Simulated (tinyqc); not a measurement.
Inside a calculation. Model: read current of a NAND string, cells in series solved by shooting.

Computed by the program tinyqc: `OMP_NUM_THREADS=1 python tinyqc.py 2142263 2142264 out.jsonl`, one thread of a shared Intel Xeon 2.30GHz, about 0.4 s for the whole run. Printed values are rounded.

Cells in series, numbered from 0 at the source line (0 V) to the bit line, each followed by a gap resistance Rg. A cell with gate Vg, threshold VT, source Vs and drain Vd passes I = 2 nf K Vt^2 [F(Vs) - F(Vd)]/(1 + th max(Vg - VT, 0)), F(V) = ln^2(1 + exp((Vg - VT - nf V)/(2 nf Vt))). The selected cell has Vg = Vr, the others Vg = Vp.

Values chosen for this exercise; values of the order met in vertical NAND strings:
```
symbol,value,unit,meaning
T,300,K,temperature
K,6.5,uA/V^2,gain factor of a cell
nf,2.4,,slope factor
th,0.08,1/V,mobility reduction factor
Rg,20,kohm,resistance of the gap between cells
Vbl,0.4,V,bit-line voltage
Vp,6.2,V,pass voltage
Vr,3.48,V,read voltage on the selected word line
```

Constants: q = 1.602176634e-19 C, kB = 1.380649e-23 J/K, Vt = kB T/q. Results are converted to the units shown.

## Step 1: node voltages for a trial current

first trial current = 0.46 uA
thresholds from the source end, cell 0 to 3 (V): [2.7, -0.5, 4.3, -0.5]

For a trial current I start at 0 V and, cell by cell (the selected one is cell 0), solve for the drain: sqrt(F(Vd)) = sqrt(F(Vs) - I/k), k = 2 nf K Vt^2/(1 + th max(Vg - VT, 0)), Vd = [Vg - VT - 2 nf Vt ln(exp(sqrt F) - 1)]/nf, then add I Rg.

node voltage after each cell and gap, trial 1, cell 0 to 3 (V): [0.1276997, 0.1539561, 0.2188565, 0.2457214]

## Step 2: node voltages for a trial current

second trial current = 0.56 uA

As before.

node voltage after each cell and gap, trial 2, cell 0 to 3 (V): [0.1666085, 0.1988979, 0.2845372, 0.3178272]

## Course of the secant iteration

Secant steps on the end voltage less Vbl, from the two trials; a trial above the saturation current of a cell has no solution and is moved halfway to the previous trial. Stop below 1e-9 V.

Course of the iteration:
```
iteration     I (uA)  end voltage - Vbl (V)  halvings
1          0.6739615                 0.0255         0
2          0.6469696               -4.27e-3         0
3          0.6508387               -2.30e-4         0
4          0.6510592                2.06e-6         0
5          0.6510573              -9.96e-10         0
```

Converged in 5 iterations to I = 0.65106 uA. The selected cell takes 49.7 % of the bit-line voltage and the gaps together 13.0 %.
